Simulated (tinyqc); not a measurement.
Band folding and unfolding in a supercell of a chain: sweeps and comparisons. A value that a table varies takes the place of the one given here.

A chain with hopping -t and n = 6 sites a supercell. H(K) has v_j on the diagonal, -t between neighbours and -t exp(2 pi i K) on the bond that closes the cell (from the last site to the first of the next cell). The point K holds the n wave vectors k_m = (K + m)/n of the primitive zone, in 2 pi/a, m = 0 to n - 1, with E0 = -2t cos(2 pi k_m). The unfolding weight of a state c on k_m is |sum_j c_j exp(-2 pi i k_m j)|^2/n, j = 0 to n - 1.

Values chosen for the exercise:
- t = 1.2 eV (hopping)
- v = (0.396, 0.198, -0.198, -0.396, -0.198, 0.198) eV (site energies in the supercell)
- Kq = 0.39 2 pi/(n a) (wave vector in the small zone)

## Minigaps against first-order theory

Gap i lies between minibands i and i + 1, at K = 1/2 for odd i and K = 0 for even i, where k = +/- i/(2n) are degenerate; first order gives 2|V_i|, the Fourier component V_q = (1/n) sum_j v_j exp(-2 pi i q j/n) for q equal to the number of the gap. Computed for the potential at full and at half strength.

Gaps (eV):

| i | E0 at the crossing | 2\|V_i\| | gap | gap at half strength |
|---|---|---|---|---|
| 1 | -2.0785 | 0.3960 | 0.3924 | 0.1976 |
| 2 | -1.2000 | 0.0000 | 0.0623 | 0.0161 |
| 3 | 0.0000 | 0.0000 | 0.0071 | 0.0009 |
| 4 | 1.2000 | 0.0000 | 0.0623 | 0.0161 |
| 5 | 2.0785 | 0.3960 | 0.3924 | 0.1976 |

Halving the potential about halves gaps 1 and 5, the scaling of first order. For i = 2, 3 and 4 the first-order term is below 1 meV and the gap opens at higher order (full over half strength: 3.9, 7.9 and 3.9). The largest miss of first order is 62 meV, at i = 2 and 4; the potential spans 0.66 t.

## From folded lines to real minibands

The potential is scaled by x. For the lowest level at K: energy, second-order estimate E0(k_0) + x V_0 - x^2 sum_m |V_m|^2/(E0(k_m) - E0(k_0)), weight on k_0, and width of the lowest miniband between K = 0 and 1/2.

Lowest level:

| x | E (eV) | second order (eV) | weight on k_0 | miniband width (eV) |
|---|---|---|---|---|
| 0.00 | -2.2026 | -2.2026 | 1.000 | 0.3215 |
| 0.25 | -2.2125 | -2.2128 | 0.970 | 0.2750 |
| 0.50 | -2.2394 | -2.2432 | 0.905 | 0.2342 |
| 1.00 | -2.3243 | -2.3651 | 0.782 | 0.1690 |
| 1.50 | -2.4310 | -2.5682 | 0.704 | 0.1222 |
| 2.00 | -2.5495 | -2.8525 | 0.654 | 0.0893 |
| 3.00 | -2.8084 | -3.6648 | 0.592 | 0.0497 |
| 4.00 | -3.0873 | -4.8021 | 0.554 | 0.0292 |

Second order is -40.7 meV off at x = 1 and -856 meV at x = 3. The weight on the parent k falls to 0.78 at x = 1 and 0.55 at x = 4, and the miniband narrows from 0.322 to 0.029 eV as the state gathers on the low sites. While the weight stays near one the primitive band is still the right picture and the folded copies carry little spectral weight.

## What each change does

The two lowest levels at K and the weight of the lowest on k_0. Each row changes one parameter from the base and keeps the others.

Results:

| case | level 1 (eV) | level 2 (eV) | weight |
|---|---|---|---|
| base | -2.3243 | -1.8434 | 0.7818 |
| t = 1.32 eV | -2.5375 | -2.0396 | 0.8006 |
| v = (-0.396, -0.198, 0.198, 0.396, 0.198, -0.198) eV | -2.3243 | -1.8434 | 0.7818 |
| Kq = 0.305 2 pi/(n a) | -2.3691 | -1.7408 | 0.8808 |

The largest shifts from the base row, up to three for each result and ties (the steps differ in size, so this ranks the rows, not the parameters). level 1 (eV): t -0.2131, Kq -0.0448; unchanged at the printed digits by v. level 2 (eV): t -0.1963, Kq +0.1026; unchanged at the printed digits by v. weight: Kq +0.0990, t +0.0188; unchanged at the printed digits by v.

(tinyqc, `OMP_NUM_THREADS=1 python tinyqc.py 1482048 1482049 out.jsonl`, Intel(R) Xeon(R) Processor @ 2.30GHz, 1 thread, shared host, about 0.01 s.)
